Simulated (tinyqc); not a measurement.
Monte Carlo simulation of one carrier in a uniform electric field: one step, computed by the program tinyqc. Command: `OMP_NUM_THREADS=1 python tinyqc.py 3007617 3007618 out.jsonl mcfl walk`. One thread of a shared host (Intel(R) Xeon(R) Processor @ 2.30GHz), about 2 s of CPU time with the checks.

The force e F acts along +z. Flights end at the constant total rate Gamma; the part of Gamma that the real rates do not fill is self-scattering, which leaves k unchanged. One valley, no impurities and no intervalley scattering.

Problem. Scattering event 2. Parabolic band: E = hbar^2 k^2/(2 m), speed v = hbar k/m, states per spin, volume and energy g(E) = m k/(2 pi^2 hbar^2). Masses are multiplied by m_0 and all formulas are in SI units. Phonon occupation N_q = 1/(exp(hbar w/(k_B T)) - 1). Acoustic deformation potential (elastic, equipartition, absorption and emission together): 1/tau = 2 pi k_B T D_A^2 g(E)/(hbar rho v_l^2). Polar optical, unscreened: W = e^2 w (1/eps_inf - 1/eps_s) m (1 + 2 alpha E') ln|(k + k')/(k - k')| / (4 pi eps_0 hbar^2 k), times N_q for absorption (E' = E + hbar w) and N_q + 1 for emission (E' = E - hbar w > 0), with alpha = 0 for a parabolic band; mean cosine of the angle <cos> = (k^2 + k'^2)/(2 k k') - 1/ln|(k + k')/(k - k')|. Choice: with cumulative rates in the order acoustic, absorption, emission, the process is the first whose sum exceeds r2 Gamma; if none, self-scattering. Final state: E' = E, E + hbar w or E - hbar w gives k'. Isotropic processes: cos(theta) = 1 - 2 r3 from the z axis, phi = 2 pi r4, k' (sin theta cos phi, sin theta sin phi, cos theta). Polar processes: cos(b) = [1 + xi - (1 + 2 xi)^r3]/xi, xi = 2 k k'/(k - k')^2, b from the old direction n; new direction cos b n + sin b (cos phi e1 + sin phi e2), e1 = (z x n)/|z x n|, e2 = n x e1. Use row 2 of the random numbers.

Inputs (values chosen for the exercise, for a model polar semiconductor):
```
quantity                             value    unit
effective mass m                     0.068     m_0
static permittivity eps_s             14.5       -
high-frequency permittivity eps_inf   11.1       -
density rho                           5140  kg/m^3
sound velocity v_l                    9500     m/s
acoustic deformation potential D_A      13      eV
optical phonon energy hbar w          52.5     meV
lattice temperature T                  300       K
```

Crystal: polar. Band: parabolic.

k at the end of the flight (1/nm): 0.0274172  -0.1413245  -0.1146630

Random numbers (0.02 to 0.98, from up to 60 sets tried for early real events), one row a flight:
```
       r1      r2      r3      r4
1  0.6110  0.3797  0.7812  0.7818
2  0.9533  0.1156  0.7381  0.9342
3  0.2795  0.8722  0.8566  0.7964
4  0.8802  0.6459  0.9292  0.3677
5  0.6394  0.4575  0.9489  0.1408
6  0.0493  0.4667  0.0750  0.8015
7  0.7851  0.5628  0.4838  0.4537
```

Gamma = 13.39144 1e12/s

Constants: hbar = 1.054571817e-34 J s; m_0 = 9.1093837015e-31 kg; e = 1.602176634e-19 C; k_B = 1.380649e-23 J/K; hbar = 6.582119569e-16 eV s; eps_0 = 8.8541878128e-12 F/m; k_B = 8.617333262e-05 eV/K.

Give: cumulative rates; r2 Gamma; process chosen; k after event 2, the start of the next flight.

Solution.

cumulative rates (1e12/s): acoustic 0.120, absorption 2.145, emission 2.145

r2 Gamma = 1.548 1e12/s

Process chosen: absorption

k after event 2, the start of the next flight (1/nm): 0.3042  0.1496  -0.1126
